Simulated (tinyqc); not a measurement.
Deformation potentials from a strained empirical pseudopotential: one step. Xu of the L valleys and d. Three cases, with inputs chosen for the exercise.

Task: For the tensor strain exy = eyz = ezx = h: E(L [111]) - E(L [1-1-1]) = (8/3) Xu h, and E(single valence level) - E(pair) = 3 sqrt(3) d h. Find Xu and d.

Give: Xu (L); d.

Case 1.

Values chosen (out of a larger set: a germanium-sized cell with gaps well above those of Ge; not measured data): h = 0.004 (size of the test strain).

L [111], L [1-1-1] (eV): 1.2419142  1.1190639

valence levels (eV): -0.0459839  0.0229919  0.0229919

Result:

Xu (L) = 11.52 eV
d = -3.32 eV

Case 2.

Values chosen (out of a larger set: a germanium-sized cell with gaps well above those of Ge; not measured data): h = 0.002 (size of the test strain).

L [111], L [1-1-1] (eV): 1.2966058  1.2358401

valence levels (eV): -0.0220189  0.0110094  0.0110094

Result:

Xu (L) = 11.39 eV
d = -3.18 eV

Case 3.

Values chosen (out of a larger set: near those of Si; not measured data): h = 0.005 (size of the test strain).

L [111], L [1-1-1] (eV): 2.0285068  1.8710075

valence levels (eV): -0.0671459  0.0335729  0.0335729

Result:

Xu (L) = 11.81 eV
d = -3.88 eV

Computed by tinyqc, one run a case: `OMP_NUM_THREADS=1 python tinyqc.py N N+1 out.jsonl` with N = 1850326, 1850513, 1850570; one thread of a shared Intel(R) Xeon(R) Processor @ 2.30GHz, about 0.2 s a run at most.
